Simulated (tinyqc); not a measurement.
Geometry optimisation on the B3LYP (VWN-RPA form)/sto-6g surface (energies and gradients from PySCF), for H4, spin multiplicity 1, step by step. One step of it, computed by the program tinyqc.

Question. Step 1: move. Quasi-Newton step p = -H^(-1) g (first H = 0.6 times the unit matrix); steps longer than 0.1 bohr are cut back (factor 0.331 here).

positions at the start (bohr):
```
            x          y          z
1H  -0.032125   0.103935  -0.003779
2H   0.018897   0.039684   1.642172
3H   0.083148  -0.088817   3.896615
4H  -0.018897   0.005669   5.504772
```

gradient (hartree/bohr):
```
              x            y            z
1H  -0.00263134   0.00313707  -0.07780916
2H   0.00308828  -0.00426115   0.10831423
3H   0.00477559  -0.00394143  -0.10031617
4H  -0.00523253   0.00506552   0.06981108
```

Give: positions after step 1.

Answer.

positions after step 1 (bohr):
```
         x       y      z
1H  -0.031   0.102  0.039
2H   0.017   0.042  1.582
3H   0.081  -0.087  3.952
4H  -0.016   0.003  5.466
```
